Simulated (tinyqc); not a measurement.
Resistance of a circular point contact between the ballistic and the diffusive limit: two steps of the calculation.

Two half-spaces of a free-electron metal (one valley, spin 2) meet through a circular opening of radius a in an insulating sheet.

Inputs (values chosen for the exercise): free-electron density n = 7.8e20 cm^-3; mean free path l = 16 nm; radius of the opening a = 1.1 nm.

Constants: q = 1.602176634e-19 C, hbar = 1.054571817e-34 J s. Results are converted to the units shown.

Problem 1. Fermi wave number and resistivity. kF = (3 pi^2 n)^(1/3), resistivity rho = hbar kF/(n q^2 l). Maxwell: RM = rho/(2 a); Sharvin: RS = 4 rho l/(3 pi a^2); interpolation R = RS + gamma RM, gamma = (1 + 0.83 K)/(1 + 1.33 K), K = l/a.

Wanted: kF; rho; modes (kF a)^2/4.

Solution 1.

kF = 2.848 1/nm
rho = 93.74 uohm cm
modes (kF a)^2/4 = 2.453

Problem 2. Resistances. 

rho = 93.744541 uohm cm

Wanted: RM; RS; gamma; R.

Solution 2.

RM = 426.1 ohm
RS = 5261 ohm
gamma = 0.6425
R = 5535 ohm

The Sharvin term makes up 95.1 % of R; it equals (h/2q^2) over the number of modes.

Program tinyqc, `OMP_NUM_THREADS=1 python tinyqc.py 2760003 2760004 out.jsonl`; Intel Xeon 2.30GHz, shared host, one thread, about 0.01 s.
